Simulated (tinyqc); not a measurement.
From results back to parameters: smearing for a one-band metal on the bcc lattice. Three cases, with inputs chosen for the exercise.

Problem. With Gaussian smearing, f = erfc(x)/2, s = exp(-x^2)/(2 sqrt(pi)), x = (E_k - mu)/sigma and free energy F = E - sigma S, small widths give F(sigma) = E0 - D sigma^2/4, where D is the density of states at the Fermi level (both spins, per cell). F at two widths was computed from hidden E0 and D.

Find: D; E0.

Method. D = 4 (F(s1) - F(s2))/(s2^2 - s1^2); E0 = F(s1) + D s1^2/4.

Case 1.

Values chosen: s1 = 0.111 eV; s2 = 0.222 eV.
F(s1) = -2.0760136 eV
F(s2) = -2.0796545 eV

Solution.

D = 0.394 1/eV
E0 = -2.0748 eV

Case 2.

Values chosen: s1 = 0.061 eV; s2 = 0.122 eV.
F(s1) = -1.1644349 eV
F(s2) = -1.1708397 eV

Solution.

D = 2.295 1/eV
E0 = -1.1623 eV

Case 3.

Values chosen: s1 = 0.147 eV; s2 = 0.294 eV.
F(s1) = -2.4788239 eV
F(s2) = -2.5085957 eV

Solution.

D = 1.837 1/eV
E0 = -2.4689 eV

Computed by tinyqc, one run a case: `OMP_NUM_THREADS=1 python tinyqc.py N N+1 out.jsonl` with N = 1680355, 1680558, 1680870; one thread of a shared Intel(R) Xeon(R) Processor @ 2.30GHz, about 0.3 s a run at most.
